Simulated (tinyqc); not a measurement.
Inside a calculation. Method: bound state in one dimension: Numerov shooting, finite differences, DVR. Computed by tinyqc, a small Python program that keeps every step. Settings: points = 96. Command: `OMP_NUM_THREADS=1 python tinyqc.py 27193 27194 out.jsonl` (the two numbers bound the seeds that draw the settings). One thread of a shared host (Intel(R) Xeon(R) Processor @ 2.60GHz), about 0.01 s of CPU time with the checks.

## Numerov steps at E = 0.1

One particle of mass 1 in V = 10.31 (1 - exp(-0.86 x))^2 (atomic units), psi = 0 at both ends:

| parameter | value |
|---|---|
| left end | -1.600000 |
| right end | 7 |
| intervals | 96 |
| h | 0.089583 |
| state sought (nodes) | 0 |

k_i = 2 m (E - V_i); (1 + h^2 k_(i+1)/12) y_(i+1) = 2 (1 - 5 h^2 k_i/12) y_i - (1 + h^2 k_(i-1)/12) y_(i-1), from y_0 = 0, y_1 = 0.001.

Points along the way:

| i | x | V | k | y |
|---|---|---|---|---|
| 0 | -1.600000 | 90.273132 | -180.346264 | 0.000000 |
| 1 | -1.510417 | 73.250125 | -146.300251 | 0.001000 |
| 2 | -1.420833 | 59.073547 | -117.947094 | 0.003233 |
| 3 | -1.331250 | 47.306116 | -94.412233 | 0.008662 |
| 4 | -1.241667 | 37.575280 | -74.950560 | 0.020861 |
| 5 | -1.152083 | 29.563801 | -58.927602 | 0.045871 |
| 32 | 1.266667 | 4.539606 | -8.879211 | 38.920843 |
| 33 | 1.356250 | 4.887357 | -9.574714 | 49.715771 |
| 34 | 1.445833 | 5.220763 | -10.241526 | 64.366083 |
| 35 | 1.535417 | 5.539255 | -10.878509 | 84.356989 |
| 36 | 1.625000 | 5.842537 | -11.485074 | 111.784450 |
| 37 | 1.714583 | 6.130537 | -12.061075 | 149.618398 |

## Bisection on the node count

With more sign changes than the state has nodes (the last point included) the energy is too high, else too low; the bracket starts as 0.1 to 10.

Trials:

| trial | E | sign changes | y at the right end | next |
|---|---|---|---|---|
| 1 | 5.05000000 | 2 | 1.71e+05 | lower |
| 2 | 2.57500000 | 1 | -1.45e+09 | lower |
| 3 | 1.33750000 | 0 | 1.97e+10 | raise |
| 4 | 1.95625000 | 1 | -8.81e+08 | lower |
| 5 | 1.64687500 | 0 | 4.01e+09 | raise |
| 6 | 1.80156250 | 0 | 7.71e+08 | raise |
| 7 | 1.87890625 | 1 | -2.06e+08 | lower |
| 8 | 1.84023438 | 0 | 2.40e+08 | raise |
| 9 | 1.85957031 | 0 | 6.49e+06 | raise |
| 10 | 1.86923828 | 1 | -1.02e+08 | lower |
| 11 | 1.86440430 | 1 | -4.86e+07 | lower |
| 12 | 1.86198730 | 1 | -2.12e+07 | lower |
| 13 | 1.86077881 | 1 | -7.40e+06 | lower |
| 14 | 1.86017456 | 1 | -4.63e+05 | lower |
| ... | ... | ... | ... | ... |
| 28 | 1.86013432 | 1 | -2.78e+02 | lower |
| 29 | 1.86013431 | 1 | -6.64e+01 | lower |
| 30 | 1.86013430 | 0 | 3.96e+01 | raise |

eigenvalue = 1.86013430 hartree

## The same grid by other methods

Three-point finite differences and the sine-DVR kinetic matrix of Colbert and Miller on the same points.

Lowest levels (hartree):

| state | finite differences | DVR |
|---|---|---|
| 0 | 1.856788 | 1.860148 |
| 1 | 5.014338 | 5.025744 |
| 2 | 7.433368 | 7.451741 |
